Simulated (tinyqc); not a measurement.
Charge control and current of a heterostructure field-effect transistor: one step, computed by the program tinyqc.

Two subbands in a triangular well; E_F is counted from the conduction band edge of the channel at the interface.

Task: Saturation current. With V = e n_s/C_g and V_c = v_s L/mu: for v = mu F/(1 + mu F/v_s), V_Dsat = V_c (sqrt(1 + 2V/V_c) - 1) and I/W = C_g v_s (V - V_Dsat); g_m = dI/dV; extrinsic g_m/(1 + g_m R_S); f_T = g_m/(2 pi C_g L).

Inputs (values chosen for the exercise, modelled on AlGaN/GaN):
```
quantity,value,unit
mobility mu,1300,cm^2/(V s)
saturation velocity v_s,1.1,1e7 cm/s
gate length L,370,nm
source resistance R_S,0.38,ohm mm
temperature T,400,K
```

Charge source: polarisation. Velocity law: smooth.

sheet density n_s = 7.657472e+12 1/cm^2

gate capacitance C_g = 0.5286952 microfarad/cm^2

Constants: e = 1.602176634e-19 C.

Give: V; V_c; V_Dsat; saturation current I/W; intrinsic g_m; extrinsic g_m; intrinsic f_T.

Result:

V = 2.321 V

V_c = 0.3131 V

V_Dsat = 0.9323 V

saturation current I/W = 807.3 mA/mm

intrinsic g_m = 435.4 mS/mm

extrinsic g_m = 373.6 mS/mm

intrinsic f_T = 35.42 GHz

V/V_c = 7.41: velocity saturation rules; I is 60 % of e n_s v_s = 1350 mA/mm.
